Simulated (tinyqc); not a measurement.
From results back to parameters: propagation of a band-gap error through k.p and effective-mass formulas. Four cases, with inputs chosen for the exercise.

Problem. A calculation returned the electron mass below. With 1/me = 1 + Ep (E + 2 Dso/3)/(E (E + Dso)) and the given Ep and Dso, which gap E did it have, and by what factor is exp(-E/2kT) off against the gap Eg?

Constants: kB = 8.617333262e-05 eV/K.
Find: X = 1/me - 1; E; log10 of the factor.
Method. X E^2 + (X Dso - Ep) E - (2/3) Ep Dso = 0 has one positive root; the factor is exp((Eg - E)/2kT).

Case 1.

Values chosen (reference values near those of ZnSe, gap at low temperature; not measured data): Eg = 2.775 eV (gap at Gamma to the s-like level); Dso = 0.4 eV (spin-orbit splitting); Ep = 24.1 eV (Kane energy); T = 300 K (temperature).

me = 0.0501901 m0

Solution.

X = 1/me - 1 = 18.924
E = 1.165 eV
log10 of the factor = 13.52

Case 2.

Values chosen (reference values near those of GaAs, gap at low temperature; not measured data): Eg = 1.49 eV (gap at Gamma to the s-like level); Dso = 0.338 eV (spin-orbit splitting); Ep = 26 eV (Kane energy); T = 77 K (temperature).

me = 0.0242652 m0

Solution.

X = 1/me - 1 = 40.211
E = 0.566 eV
log10 of the factor = 30.24

Case 3.

Values chosen (reference values near those of ZnSe, gap at low temperature; not measured data): Eg = 2.844 eV (gap at Gamma to the s-like level); Dso = 0.397 eV (spin-orbit splitting); Ep = 23.9 eV (Kane energy); T = 400 K (temperature).

me = 0.1261292 m0

Solution.

X = 1/me - 1 = 6.928
E = 3.327 eV
log10 of the factor = -3.04

Case 4.

Values chosen (reference values near those of CdTe, gap at low temperature; not measured data): Eg = 1.624 eV (gap at Gamma to the s-like level); Dso = 0.908 eV (spin-orbit splitting); Ep = 18.9 eV (Kane energy); T = 77 K (temperature).

me = 0.1327623 m0

Solution.

X = 1/me - 1 = 6.532
E = 2.647 eV
log10 of the factor = -33.48

Computed by tinyqc, one run a case: `OMP_NUM_THREADS=1 python tinyqc.py N N+1 out.jsonl` with N = 1881053, 1881093, 1881098, 1881137; one thread of a shared Intel(R) Xeon(R) Processor @ 2.30GHz, about 0.01 s a run at most.
